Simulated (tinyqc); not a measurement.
Comparisons within one model: periodic multilayer mirror for extreme ultraviolet light. A value that a table varies takes the place of the one given here.

s polarisation, vacuum above. q_j = sqrt(N_j^2 - sin^2 theta); interface r_jk = (q_j - q_k)/(q_j + q_k) exp(-2 (2 pi/lam)^2 q_j q_k sg^2) (Nevot-Croce; sg = 0 if not given); phase factor of a layer x_j = exp(4 pi i q_j d_j/lam). Each period has the spacer (thickness (1 - Gm) L) on top of the absorber (Gm L). In this recursion R is the amplitude; R in tables and results is the reflectance, its squared modulus. The substrate is of the spacer material. Starting with R = 0 in it, each interface upward gives R -> (r + R x)/(1 + r R x), x that of the layer below the interface (1 for the substrate).

Values chosen for the exercise (optical constants near those of Mo and Si at 13.5 nm; the results hold for these values, not for the real material): lam = 13.5 nm (wavelength); dA = (0.0786, 0.0067) (delta and beta of the absorber, N = 1 - delta + i beta); dS = (0.001, 0.00181) (delta and beta of the spacer and the substrate); L = 6.98 nm (period); Gm = 0.48 (absorber share of the period); theta = 0 degrees (angle from the normal); sg = 0.3 nm (interface roughness); Np = 50 (periods).

## Number of periods

The last column sets both beta to zero.

Reflectance:

| periods | R | R without absorption |
|---|---|---|
| 5 | 0.119 | 0.135 |
| 10 | 0.336 | 0.418 |
| 15 | 0.509 | 0.669 |
| 20 | 0.613 | 0.829 |
| 30 | 0.694 | 0.960 |
| 40 | 0.713 | 0.991 |
| 50 | 0.717 | 0.998 |
| 60 | 0.718 | 1.000 |
| 80 | 0.718 | 1.000 |
| 100 | 0.718 | 1.000 |

R reaches 0.713 at 40 periods and 0.718 at 100; it stays within 0.01 of the last value from 40 periods on. Without absorption the last value is 1.000: absorption, not the count of layers, caps the mirror, and the roughness, which weakens each reflection, lowers that cap further.

## Wavelength

The optical constants are held fixed.

Reflectance:

| lam (nm) | R |
|---|---|
| 12.9 | 0.124 |
| 13.0 | 0.175 |
| 13.1 | 0.372 |
| 13.2 | 0.559 |
| 13.3 | 0.647 |
| 13.4 | 0.694 |
| 13.5 | 0.717 |
| 13.6 | 0.718 |
| 13.7 | 0.671 |
| 13.8 | 0.416 |
| 13.9 | 0.157 |
| 14.0 | 0.152 |
| 14.1 | 0.040 |
| 14.2 | 0.089 |
| 14.3 | 0.040 |

The largest value listed is 0.718 at 13.6 nm, against lam_B = 2 L Re(mean q) = 13.426 nm; the peak lies on the long side, where the nodes of the standing wave fall in the absorber. R exceeds half of that from 13.1 to 13.8 nm of the wavelengths listed, at least 5.1 % of the wavelength; a chain of ten mirrors narrows it, since R^10 falls to half where R has lost only 7 %.

## Absorber share

For each Gm the period is set so that lam_B = 2 L Re(mean q) equals lam - 0.09 nm.

Results:

| Gm | L (nm) | R |
|---|---|---|
| 0.15 | 6.791 | 0.535 |
| 0.20 | 6.818 | 0.641 |
| 0.25 | 6.845 | 0.693 |
| 0.30 | 6.872 | 0.717 |
| 0.35 | 6.899 | 0.727 |
| 0.40 | 6.927 | 0.729 |
| 0.45 | 6.955 | 0.724 |
| 0.50 | 6.983 | 0.714 |
| 0.60 | 7.040 | 0.674 |
| 0.70 | 7.098 | 0.600 |

The largest value listed is 0.729 at 0.4. The contrast of a period goes as sin(pi Gm) and is largest at 0.5, while the loss grows with Gm; R is 0.714 at 0.5, 0.717 at 0.3 and 0.600 at 0.7. Absorption pulls the best share below 0.5.

## Angle of incidence

Results:

| theta (degrees) | lam_B (nm) | R |
|---|---|---|
| 0 | 13.426 | 0.717 |
| 2 | 13.417 | 0.718 |
| 4 | 13.391 | 0.720 |
| 6 | 13.346 | 0.720 |
| 8 | 13.285 | 0.709 |
| 10 | 13.205 | 0.653 |
| 12 | 13.108 | 0.359 |
| 14 | 12.994 | 0.207 |
| 16 | 12.862 | 0.056 |
| 18 | 12.713 | 0.093 |
| 20 | 12.547 | 0.043 |

lam_B = 2 L Re(mean q) falls with the angle, from 13.426 to 12.547 nm; the largest value listed is 0.720 at 4 degrees. R stays above 90 % of that value at 0, 2, 4, 6, 8 and 10 degrees, which bounds the cone of light that a mask or mirror with this period accepts.

## Tolerances

R of the mirror, and R^10 for a chain of ten such mirrors. Each row changes one parameter from the base and keeps the others.

Results:

| case | R | R^10 |
|---|---|---|
| base | 0.7167 | 0.0358 |
| L = 7.02 nm | 0.7009 | 0.0286 |
| Gm = 0.52 | 0.7096 | 0.0324 |
| theta = 2 degrees | 0.7178 | 0.0363 |
| sg = 0.5 nm | 0.7002 | 0.0283 |
| dA = (0.0786, 0.00804) | 0.6848 | 0.0227 |
| lam = 13.55 nm | 0.7205 | 0.0377 |

The largest shifts from the base row, up to three for each result and ties (the steps differ in size, so this ranks the rows, not the parameters). R: dA -0.0319, sg -0.0165, L -0.0158. R^10: dA -0.0131, sg -0.00743, L -0.00716.

Computed by tinyqc, a small Python program: `OMP_NUM_THREADS=1 python tinyqc.py 1680631 1680632 out.jsonl` (the numbers bound the seed that draws the inputs); one thread of a shared host (Intel(R) Xeon(R) Processor @ 2.30GHz), about 0.01 s for the whole set of steps.
